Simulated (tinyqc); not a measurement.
sp3s* tight binding: one step. Levels at this k. The numbers come from values chosen for the exercise (near a published set for Ge, fitted to gaps, whose masses and valley positions are rough; spin-orbit coupling, where it is added without a refit, lifts the valence top and shrinks all gaps by about a third of the splitting).

H(k) (eV):
```
,sa,xa,ya,za,s*a,sc,xc,yc,zc,s*c
sa,-5.869000,0,0,0,0,-3.811487,4.506762i,0,0,0
xa,0,1.605000,0,0,0,-4.506762i,0.905516,0,0,-4.328940i
ya,0,0,1.605000,0,0,0,0,0.905516,4.052695i,0
za,0,0,0,1.605000,0,0,0,4.052695i,0.905516,0
s*a,0,0,0,0,6.385000,0,4.328940i,0,0,0
sc,-3.811487,4.506762i,0,0,0,-5.869000,0,0,0,0
xc,-4.506762i,0.905516,0,0,-4.328940i,0,1.605000,0,0,0
yc,0,0,0.905516,-4.052695i,0,0,0,1.605000,0,0
zc,0,0,-4.052695i,0.905516,0,0,0,0,1.605000,0
s*c,0,4.328940i,0,0,0,0,0,0,0,6.385000
```

Question. Diagonalise H, which belongs to k = (0.62, 0, 0) (2 pi/a). Four bands are filled (two electrons each); give the make-up of band 5, the lowest empty one.

Give: levels; weights of band 5; weight of band 5 on atom a.

Answer.

levels (eV): -11.2765  -5.9858  -2.5476  -2.5476  0.9628  1.8239  5.7576  5.7576  9.1889  9.5288

weights of band 5: s 0.099, p 0.550, s* 0.351

weight of band 5 on atom a = 0.500

The vertical gap at this k is 3.5104 eV; band 5 is mostly p-like.

Computed by tinyqc, a small Python program: `OMP_NUM_THREADS=1 python tinyqc.py 1481166 1481167 out.jsonl` (the numbers bound the seed that draws the inputs); one thread of a shared host (Intel(R) Xeon(R) Processor @ 2.30GHz), about 0.2 s for the whole set of steps.
